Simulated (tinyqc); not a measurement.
# Five-frequency model of solute diffusion by vacancies in an fcc metal, step by step

A worked calculation. Computed by tinyqc, a small Python program that keeps every step. Command: `OMP_NUM_THREADS=1 python tinyqc.py 3011216 3011217 out.jsonl fivefreq walk`. One thread of a shared host (Intel(R) Xeon(R) Processor @ 2.30GHz), about 0.07 s of CPU time with the checks. Intermediate numbers are printed to about 7 digits and carried at full precision; extremes and crossings named in words are read from the listed rows.

A vacancy next to the solute exchanges with it (w2), jumps to one of 4 sites that also neighbour the solute (w1) or to one of 7 that do not (w3); w4 is the reverse of w3 and w0 the host jump.

Inputs (values chosen for the exercise, for a model solute in a host close to copper):

| quantity | value | unit |
|---|---|---|
| barrier E0 (host jump) | 0.703 | eV |
| barrier E1 (vacancy circles the solute) | 0.713 | eV |
| barrier E2 (exchange) | 0.713 | eV |
| barrier E3 (dissociation) | 0.736 | eV |
| binding energy E_b (positive for attraction) | 0.17 | eV |
| vacancy formation energy E_f | 1.26 | eV |
| formation entropy S_f | 1.8 | k_B |
| attempt frequency nu | 5.6 | THz |
| lattice constant a | 3.61 | angstrom |
| temperature T | 656 | K |

Constants: k_B = 8.617333262e-05 eV/K.

## Jump rates

w_i = nu exp(-E_i/(k_B T)); detailed balance gives E4 = E3 - E_b.

rates (1/s): w0 2.224991e+07, w1 1.864242e+07, w2 1.864242e+07, w3 1.241088e+07, w4 2.510978e+08

## Correlation factor

Manning: with y = w4/w0, 7F = 7 - (10 y^4 + 180.5 y^3 + 927 y^2 + 1341 y)/(2 y^4 + 40.2 y^3 + 254 y^2 + 597 y + 436); f2 = (2 w1 + 7F w3)/(2 w2 + 2 w1 + 7F w3). The mean cosine between successive solute jumps follows from f2 = (1 + c)/(1 - c).

y = w4/w0 = 11.28534

7F = 2.723602

correlation factor f2 = 0.6559550

mean cosine c = -0.2077623

For a tracer of the host all rates are equal and f = 0.7815; here f2 is below that.

## Diffusivities

c_v = exp(S_f - E_f/(k_B T)); host D0 = a^2 c_v w0 x 0.7815; solute D2 = a^2 c_v exp(E_b/(k_B T)) w2 f2; 1 angstrom^2 = 1e-16 cm^2.

vacancy fraction c_v = 1.263771e-09

host diffusivity D0 = 2.863781e-17 cm^2/s

solute diffusivity D2 = 4.074733e-16 cm^2/s

ratio D2/D0 = 14.22850

The ratio splits into binding 20.2, exchange rate 0.838 and correlation 0.839.

## Solute against host over temperature

The formulas are those given above.

Diffusion:

| T (K) | f2 | D0 (cm^2/s) | D2 (cm^2/s) | D2/D0 |
|---|---|---|---|---|
| 426 | 0.6147013 | 2.063756e-25 | 1.268434e-23 | 61.46241 |
| 492 | 0.6277277 | 2.691324e-22 | 9.413704e-21 | 34.97797 |
| 558 | 0.6398405 | 6.431603e-20 | 1.467438e-18 | 22.81605 |
| 656 | 0.6559550 | 2.863781e-17 | 4.074733e-16 | 14.22850 |
| 754 | 0.6697730 | 2.612520e-15 | 2.627285e-14 | 10.05652 |
| 853 | 0.6815736 | 8.707080e-14 | 6.695515e-13 | 7.68974 |
| 951 | 0.6914123 | 1.364704e-12 | 8.506657e-12 | 6.23333 |

The apparent activation energy of D2 is 1.809 eV between the coldest rows and 1.813 eV between the hottest; without correlation it would be E_f - E_b + E2 = 1.803 eV, and the host has 1.963 eV. f2 is not small, so the exchange barrier governs.

Checks made by the program: Manning formula against a solved vacancy walk within 5 nearest-neighbour distances (relative difference 2e-03).
